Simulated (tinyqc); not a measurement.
Resistance of a tapered via with liner, size effect and interface: via resistance against the sidewall angle.

A round via whose diameter grows from db at the bottom as D(z) = db + 2 z/tan(ang). The fill, of diameter D - 2 tl, starts above the bottom liner (thickness fb tl) and has rho = rho0 (1 + ks lam/(D - 2 tl)); the sidewall liner conducts in parallel with it. The bottom liner and the interface are crossed over the full area pi db^2/4. Spreading in the lines above and below is left out.

Slices between z0 = fb tl and hv, evaluated at their midpoints: conductance per length pi/4 [(D - 2 tl)^2/rho + (D^2 - (D - 2 tl)^2)/rl], slice resistance = slice height over that. 2000 slices. R_fill = sum of the slices; R_bottom = rl fb tl/(pi db^2/4); R_interface = ri/(pi db^2/4); ballistic (Sharvin) limit 1/(Sb pi (db - 2 tl)^2/4); ideal cylinder rho0 hv/(pi db^2/4).

Values chosen for this exercise; fill metal close to tungsten:
```
symbol    value      unit                                               meaning
db          8.2        nm                                diameter at the bottom
hv           13        nm                                                height
rho0       5.32   uohm cm                          bulk resistivity of the fill
lam        15.7        nm                            mean free path of the fill
ks          1.3                                              size-effect factor
tl          1.6        nm                                 liner on the sidewall
fb          0.7                   liner at the bottom over that on the sidewall
rl          220   uohm cm                              resistivity of the liner
ri      2.4e-12  ohm cm^2                   interface resistivity at the bottom
Sb       9.1e14     S/m^2  ballistic conductance per area, about 3/(4 rho0 lam)
```

The same in every row: R_bottom (ohm) = 46.66; R_interface (ohm) = 4.545; ballistic limit (ohm) = 55.97.

Result of one run:
```
ang (degrees)  R_fill (ohm)  R (ohm)  R over ideal cylinder  largest part
86                    88.91    140.1                  10.70          fill
```

What becomes of these results when the sidewall angle ang is changed from 86 to 87 degrees, all else the same?

Result of the changed run:
```
ang (degrees)  R_fill (ohm)  R (ohm)  R over ideal cylinder  largest part
87                    97.78    149.0                  11.38          fill
```

The whole series:
```
ang (degrees)  R_fill (ohm)  R (ohm)  R over ideal cylinder  largest part
90                    135.5    186.7                  14.25          fill
89                    120.6    171.8                  13.12          fill
88                    108.2    159.4                  12.17          fill
87                    97.78    149.0                  11.38          fill
86                    88.91    140.1                  10.70          fill
84                    74.66    125.9                  9.611          fill
82                    63.77    115.0                  8.779          fill
```

R falls from 187 to 115 ohm. The fill is the largest part at ang = 90 and in all other rows. The share of the two bottom terms goes from 27.4 to 44.5 %. For ang = 88, 87, 86, 84, 82 the ballistic limit exceeds half of R_fill, so the diffusive model understates R.

Numbers from tinyqc (`OMP_NUM_THREADS=1 python tinyqc.py 2750163 2750164 out.jsonl`; about 0.01 s on one thread of a shared Intel Xeon 2.30GHz).
